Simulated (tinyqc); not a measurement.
Chemical vapour deposition: Grove model, boundary layer, depletion and step coverage: one step, computed by the program tinyqc.

A precursor diffuses to the surface and reacts there at first order; each molecule that reacts adds one formula unit of film.

Question. Growth rate at the inlet. Fluxes in series: C_s = C_g/(1 + k_s/h_g); growth rate G = k_s h_g/(k_s + h_g) C_g/N; 1 cm/s = 6e8 nm/min.

Inputs (values chosen for the exercise, close to those used for tungsten from its fluoride): temperature T = 380 C; film density N = 6.3e+22 formula units/cm^3.

Reactor: horizontal, reduced pressure.

surface rate constant k_s = 0.6508718 cm/s

mass-transfer coefficient h_g = 11.93313 cm/s

precursor density C_g = 1.200499e+15 1/cm^3

Give: ratio k_s/h_g; C_s/C_g; growth rate G at the inlet.

Answer.

ratio k_s/h_g = 0.05454

C_s/C_g = 0.9483

growth rate G at the inlet = 7.057 nm/min

The surface reaction limits the rate, so temperature must be uniform.
